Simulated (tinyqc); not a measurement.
FinFET, parasitic resistance, capacitance and delay: one step of the calculation.

Nf fins under one contact; each has gated perimeter p = 2 Hf + Wf and cross-section A = Hf Wf; contact width Wc = Nf pf, stack height Hs = Hf. Contact length Lc = CPP - Lg - 2 Lsp, shared by two neighbouring gates. Source and drain sides are equal. The formulas are first-order estimates, not field solutions.

Problem. Fin currents at Vgs = Vdd, Vds = Vdd/2. One fin: I = p Q vx u/(1 + |u|^1.8)^(1/1.8), Q = Cinv n Vt ln(1 + exp((Vg' - VT + dl Vd')/(n Vt))), u = Vd' mu/(vx Lg), Vg' = Vgs - v, Vd' = Vds - 2 v, with the drop on each side v = Rc (sum of I) + Rx I. I(new) = I + 0.5 (I(out) - I).

Parameters, values chosen for the exercise; values close to those of silicon logic devices:
- T = 300 K (temperature)
- Hf = 60 nm (fin height)
- Wf = 8 nm (fin width)
- Lg = 20 nm (gate length)
- Cinv = 2.2 uF/cm^2 (inversion capacitance)
- vx = 1.1e7 cm/s (injection velocity)
- mu = 150 cm^2/(V s) (apparent mobility)
- VT = 0.28 V (threshold at zero drain voltage)
- dl = 0.035 V/V (barrier lowering)
- n = 1.11 (subthreshold factor)
- Vdd = 0.8 V (supply voltage)

Constants: q = 1.602176634e-19 C, kB = 1.380649e-23 J/K, Vt = kB T/q. Results are converted to the units shown.

I after iteration 1 (uA): fin 1 76.002850, fin 2 76.002850
Rc = 505.19751 ohm
Rx = 162.5 ohm

Wanted: drop v; I(out); I after iteration 2.

Solution.

drop v (mV): fin 1 89.143, fin 2 89.143
I(out) (uA): fin 1 109.47, fin 2 109.47
I after iteration 2 (uA): fin 1 92.735, fin 2 92.735

Program tinyqc, `OMP_NUM_THREADS=1 python tinyqc.py 2170077 2170078 out.jsonl`; Intel Xeon 2.30GHz, shared host, one thread, about 0.03 s.
